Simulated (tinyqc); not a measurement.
Metal gate on a two-layer dielectric stack with fixed charge and a dipole: one step of the calculation.

Gate, layer 2, layer 1, p-type semiconductor; x runs from the gate inwards. Charges are counted in units of +q. psi is the band bending at the surface, positive towards inversion. Classical charge, Boltzmann statistics, no interface traps.

Task. Charge in the semiconductor. ni = sqrt(Nc Nv) exp(-Eg/(2 Vt)), Eg in volts. Qs = -sign(psi) sqrt(2 q eps0 eps_r Na Vt [exp(-u) + u - 1 + (ni/Na)^2 (exp(u) - u - 1)]), u = psi/Vt.

Inputs (values chosen for the exercise); band and dielectric values close to those of silicon, layer 1 close to silicon nitride, layer 2 close to zirconium oxide: temperature T = 250 K; band gap Eg = 1.1 eV; relative permittivity eps_r = 11.6; conduction-band density of states at T Nc = 2.12e19 cm^-3; valence-band density of states at T Nv = 1.99e19 cm^-3; acceptor density Na = 2.2e17 cm^-3; band bending psi of the working point ps = -0.046 V.

Constants: q = 1.602176634e-19 C, kB = 1.380649e-23 J/K, Vt = kB T/q, eps0 = 8.8541878128e-14 F/cm where lengths are in cm. Results are converted to the units shown.

Wanted: Qs.

Result.

Qs = 0.091128 uC/cm^2

The surface is accumulated.

tinyqc, about 0.01 s, one thread, Intel Xeon 2.30GHz (shared host): `OMP_NUM_THREADS=1 python tinyqc.py 2010140 2010141 out.jsonl`
